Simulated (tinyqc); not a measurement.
Schottky barrier on an n-type semiconductor, non-linear Poisson equation by Newton steps: two steps of the calculation.

One dimension, metal at x = 0, donor density C(x) = Nd, uniform. Energies are counted from the electron Fermi level of the semiconductor and the conduction-band edge is Ec = -psi, so n = Nc exp(psi/Vt); holes follow the Fermi level of the metal, at -V, so p = Nv exp((V - psi - Eg)/Vt). Ends: psi(0) = V - phiB and psi = Vt ln(Nd/Nc) deep inside. Boltzmann statistics, full ionisation, no current, no image force in the Poisson equation.

Values chosen for this exercise; band and dielectric values close to those of In0.53Ga0.47As:
```
symbol    value   unit                                      meaning
T           300      K                                  temperature
Eg        0.731     eV                                     band gap
eps_r      14.1                               relative permittivity
Nc      2.07e17  cm^-3       conduction-band density of states at T
Nv      7.72e18  cm^-3          valence-band density of states at T
V          0.15      V  bias of the metal against the semiconductor
```

Constants: q = 1.602176634e-19 C, kB = 1.380649e-23 J/K, Vt = kB T/q, eps0 = 8.8541878128e-14 F/cm where lengths are in cm. Results are converted to the units shown.

Problem 1. Densities, residual and Jacobian diagonal. n_i = Nc exp(psi_i/Vt), p_i = Nv exp((V - psi_i - Eg)/Vt), rho_i = p_i - n_i + C_i, g_i = (n_i + p_i)/Vt. Box widths w_i = (h_(i-1) + h_i)/2 in cm. Residual F_i = a_i (psi_(i+1) - psi_i) - a_(i-1) (psi_i - psi_(i-1)) + q rho_i w_i; Jacobian: a_(i-1) and a_i beside the diagonal, b_i = -a_(i-1) - a_i - q g_i w_i on it. The two end nodes are fixed.

```
node  x (nm)  psi after iteration 1 (V)  donor density C (cm^-3)
0          0                -0.22000000                     2e16
1         14                -0.18743525                     2e16
2       29.4                -0.16860779                     2e16
3       46.5                -0.15361740                     2e16
4       65.3                -0.14042368                     2e16
5         86                -0.12813670                     2e16
6        109                -0.11625408                     2e16
7        134                -0.10484921                     2e16
8        162                -0.09355076                     2e16
9        193                -0.08262167                     2e16
10       226                -0.07272323                     2e16
11       264                -0.06365114                     2e16
12       305                -0.05694724                     2e16
13       350                -0.05399609                     2e16
14       401                -0.06041578                     2e16
```

coupling a_i, interval 0 to 13 (F/cm^2): [8.9174320e-7, 8.1067564e-7, 7.3008215e-7, 6.6406409e-7, 6.0311134e-7, 5.4280021e-7, 4.9937619e-7, 4.4587160e-7, 4.0272274e-7, 3.7831530e-7, 3.2853697e-7, 3.0449768e-7, 2.7743122e-7, 2.4479225e-7]

Find: n; p; residual F; diagonal b.

Solution 1.

```
node  n (cm^-3)  p (cm^-3)
0      4.170e13   6.654e12
1      1.470e14   1.888e12
2      3.044e14   9.115e11
3      5.436e14   5.104e11
4      9.056e14   3.064e11
5      1.457e15   1.905e11
6      2.307e15   1.203e11
7      3.586e15   7.738e10
8      5.551e15   4.998e10
9      8.472e15   3.275e10
10     1.242e16   2.233e10
11     1.765e16   1.572e10
12     2.287e16   1.213e10
13     2.564e16   1.082e10
14     2.000e16   1.387e10
```

```
node  residual F (1e-9 C/cm^2)  diagonal b (F/cm^2)
1                       -9.100            -1.704e-6
2                        0.809            -1.544e-6
3                        3.413            -1.400e-6
4                        4.691            -1.278e-6
5                        5.531            -1.166e-6
6                        6.049            -1.076e-6
7                        6.311            -1.004e-6
8                        6.193            -9.501e-7
9                        5.254            -9.491e-7
10                       3.545            -9.802e-7
11                       0.550            -1.065e-6
12                      -3.201            -1.191e-6
13                      -6.726            -1.285e-6
```

Problem 2. Converged densities, field and barrier lowering. n and p as above; E_i = -(psi_(i+1) - psi_i)/h_i; at the metal |E_0| = |E on interval 0| + q rho_0 (h_0/2)/(eps0 eps_r), rho_0 = p_0 - n_0 + C_0; image-force lowering dphi = sqrt(q |E_0|/(4 pi eps0 eps_r)).

```
node  x (nm)  converged psi (V)  donor density C (cm^-3)
0          0        -0.22000000                     2e16
1         14        -0.18572566                     2e16
2       29.4        -0.15378924                     2e16
3       46.5        -0.12526716                     2e16
4       65.3        -0.10186623                     2e16
5         86        -0.08448219                     2e16
6        109        -0.07298092                     2e16
7        134        -0.06640773                     2e16
8        162        -0.06298574                     2e16
9        193        -0.06141829                     2e16
10       226        -0.06078070                     2e16
11       264        -0.06053184                     2e16
12       305        -0.06044956                     2e16
13       350        -0.06042416                     2e16
14       401        -0.06041578                     2e16
```

Give: n; p; field E; |E_0| at the metal; image-force lowering.

Solution 2.

```
node  n (cm^-3)  p (cm^-3)
0     4.1700e13  6.6540e12
1     1.5701e14  1.7673e12
2     5.4004e14  5.1380e11
3     1.6277e15  1.7047e11
4     4.0243e15  6.8948e10
5     7.8837e15  3.5195e10
6     1.2301e16  2.2557e10
7     1.5862e16  1.7492e10
8     1.8107e16  1.5324e10
9     1.9239e16  1.4422e10
10    1.9720e16  1.4071e10
11    1.9910e16  1.3936e10
12    1.9974e16  1.3892e10
13    1.9994e16  1.3878e10
14    2.0000e16  1.3874e10
```

field E, interval 0 to 13 (kV/cm): [-24.482, -20.738, -16.680, -12.447, -8.398, -5.001, -2.629, -1.222, -0.506, -0.193, -0.065, -0.020, -0.006, -0.002]
|E_0| at the metal = 26.275 kV/cm
image-force lowering = 16.381 mV

Computed by the program tinyqc: `OMP_NUM_THREADS=1 python tinyqc.py 2020069 2020070 out.jsonl`, one thread of a shared Intel Xeon 2.30GHz, about 0.04 s for the whole run.
